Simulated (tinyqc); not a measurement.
Deep level with several charge states, and Shockley-Read-Hall recombination: one step. Emission and generation in a depleted region. Three cases, with inputs chosen for the exercise.

Question. With n = p = 0 the level generates pairs at G = Nt en ep/(en + ep); generation lifetime tg = ni/G; current density e G W for a width W = 1 micrometre, e = 1.602176634e-19 C.

One level at Et with degeneracy 1: tn = 1/(sn vth Nt), tp = 1/(sp_ vth Nt), n1 = Nc exp((Et - Eg)/kT), p1 = Nv exp(-Et/kT), ni^2 = n1 p1. Equilibrium p0 = Nm, n0 = ni^2/Nm; n = n0 + dn, p = p0 + dn. U = (n p - ni^2)/(tp (n + n1) + tn (p + p1)), lifetime dn/U; emission rates en = sn vth n1, ep = sp_ vth p1.

Constants: kB = 8.617333262e-05 eV/K.

Give: en, ep; G; tg; current density.

Case 1.

Values chosen (gap and densities of states near those of GaN at this temperature; not measured data): Eg = 3.448 eV (gap); Nc = 2.24e+18 1/cm^3 (conduction-band density of states); Nv = 4.57e+19 1/cm^3 (valence-band density of states); T = 300 K; Et = 2.363 eV (recombination level above Ev); Nt = 2.6e+16 1/cm^3 (defects); sn = 2.3e-14 cm^2 (electron capture cross-section); sp_ = 1.4e-16 cm^2 (hole capture cross-section); vth = 12000000 cm/s (thermal velocity, both carriers).

Answer.

en, ep (1/s): 3.66e-07  1.54e-29

G = 4.01e-13 1/(cm^3 s)
tg = 2.75e+08 microsecond
current density = 6.43e-36 A/cm^2

The slower step, hole emission, limits the rate: en/ep = 2.37e+22.

Case 2.

Values chosen (gap and densities of states near those of Si at this temperature; not measured data): Eg = 1.127 eV (gap); Nc = 2.76e+19 1/cm^3 (conduction-band density of states); Nv = 1.14e+19 1/cm^3 (valence-band density of states); T = 300 K; Et = 0.354 eV (recombination level above Ev); Nt = 1.6e+13 1/cm^3 (defects); sn = 2.9e-16 cm^2 (electron capture cross-section); sp_ = 1.4e-15 cm^2 (hole capture cross-section); vth = 12000000 cm/s (thermal velocity, both carriers).

Answer.

en, ep (1/s): 0.00992  2.16e+05

G = 1.59e+11 1/(cm^3 s)
tg = 3.82e+04 microsecond
current density = 2.54e-12 A/cm^2

The slower step, electron emission, limits the rate: en/ep = 4.59e-08.

Case 3.

Values chosen (gap and densities of states near those of GaN at this temperature; not measured data): Eg = 3.409 eV (gap); Nc = 2.16e+18 1/cm^3 (conduction-band density of states); Nv = 4.6e+19 1/cm^3 (valence-band density of states); T = 300 K; Et = 1.304 eV (recombination level above Ev); Nt = 1.3e+16 1/cm^3 (defects); sn = 1.7e-16 cm^2 (electron capture cross-section); sp_ = 9.1e-16 cm^2 (hole capture cross-section); vth = 12000000 cm/s (thermal velocity, both carriers).

Answer.

en, ep (1/s): 1.91e-26  6.23e-11

G = 2.49e-10 1/(cm^3 s)
tg = 9.30e+05 microsecond
current density = 3.98e-33 A/cm^2

The slower step, electron emission, limits the rate: en/ep = 3.07e-16.

Computed by tinyqc, one run a case: `OMP_NUM_THREADS=1 python tinyqc.py N N+1 out.jsonl` with N = 1680825, 1680876, 1680934; one thread of a shared Intel(R) Xeon(R) Processor @ 2.30GHz, about 0.01 s a run at most.
